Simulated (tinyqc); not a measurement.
From one set of inputs to another, one input at a time: valley-orbit splitting of a donor ground state, with strain. Computed by tinyqc, a small Python program. Command: `OMP_NUM_THREADS=1 python tinyqc.py 3029404 3029405 out.jsonl valleyorbit ladder`. One thread of a shared host (Intel(R) Xeon(R) Processor @ 2.30GHz), about 0.01 s of CPU time with the checks.

The basis is the 1s envelope in each valley; energies are counted from the unstrained conduction-band edge. The strain is e_s (a a^T - 1/3) for the unit stress axis a, so valley j along n_j moves by Xi_u e_s w_j with w_j = (n_j.a)^2 - 1/3: +1/3 for [111] and [-1-11], -1/3 for the others.

The inputs printed are set A. Inputs not listed in the table keep their values of set A, so the rows need not describe a real material.

Inputs (values chosen for the exercise, modelled on donors in germanium):
```
quantity,value,unit
single-valley binding energy E_0,9.57,meV
central-cell shift Lambda,0.84,meV
coupling Delta_1,0.54,meV
shear deformation potential Xi_u,16.7,eV
shear strain e_s,-5.1e-05,-
temperature T,4.2,K
donor density N_D,2.7e+15,cm^-3
density-of-states mass of one valley m_e,0.22,m_0
```

Valleys: four along <111>. Stress axis: [110].

Constants: k_B = 8.617333262e-05 eV/K; m_0 = 9.1093837015e-31 kg; k_B = 1.380649e-23 J/K; h = 6.62607015e-34 J s.

Method:
- H_jj = -(E_0 + Lambda) + Xi_u e_s w_j; H_jk = -Delta_1 between any two valleys.
- Diagonalise H; the ground vector has positive components. The density at the nucleus, and so the contact hyperfine coupling, scales as (sum_j c_j)^2/(number of valleys), which is 1 without strain; the envelopes are held fixed.
- The binding energy is counted from the lowest valley edge, min_j Xi_u e_s w_j; the gap is from the ground state to the next level.
- z = sum over levels of exp(-(E - E_ground)/k_B T), the ground-state share being 1/z; N_c = 2 (2 pi m_e k_B T/h^2)^(3/2) sum_j exp(-(shift_j - lowest shift)/k_B T); n1 = N_c/(2 z) exp(-binding/k_B T), binding = lowest shift - E_ground; without compensation n = 2 N_D/(1 + sqrt(1 + 4 N_D/n1)) (Boltzmann statistics; p and higher states left out).

Each row keeps all changes above it:
```
input moved,from,to,binding energy under strain (meV),gap to the first excited state (meV),share of neutral donors in the ground state
set A,-,-,11.783,1.9128,0.99185
temperature T (K),4.2,50,11.783,1.9128,0.35723
central-cell shift Lambda (meV),0.84,0.74,11.683,1.9128,0.35723
coupling Delta_1 (meV),0.54,0.44,11.391,1.5208,0.33676
shear deformation potential Xi_u (eV),16.7,16.3,11.395,1.5255,0.33663
shear strain e_s,-5.1e-05,-3.7e-05,11.452,1.5816,0.33540
single-valley binding energy E_0 (meV),9.57,12.4,14.282,1.5816,0.33540
```

Where does the difference come from?

Binding energy under strain goes from 11.8 to 14.3, a factor 1.21 in all. The largest single move comes from single-valley binding energy E_0 (a factor 1.25), and coupling Delta_1 works against it (a factor 0.9750). gap to the first excited state goes from 1.91 to 1.58, a factor 0.827 in all. The largest single move comes from coupling Delta_1 (a factor 0.795), and shear strain e_s works against it (a factor 1.04). Share of neutral donors in the ground state goes from 0.992 to 0.335, a factor 0.338 in all. The largest single move comes from temperature T (a factor 0.360). The single moves hold for this order of the switches; the total does not depend on the order.

Caution (rows temperature T, central-cell shift Lambda, coupling Delta_1, shear deformation potential Xi_u, shear strain e_s, single-valley binding energy E_0): k_B T exceeds a third of E_0, so the p and higher states, left out, hold part of the bound electrons.

Extremes, crossings and ranges named in words are read from the listed rows.
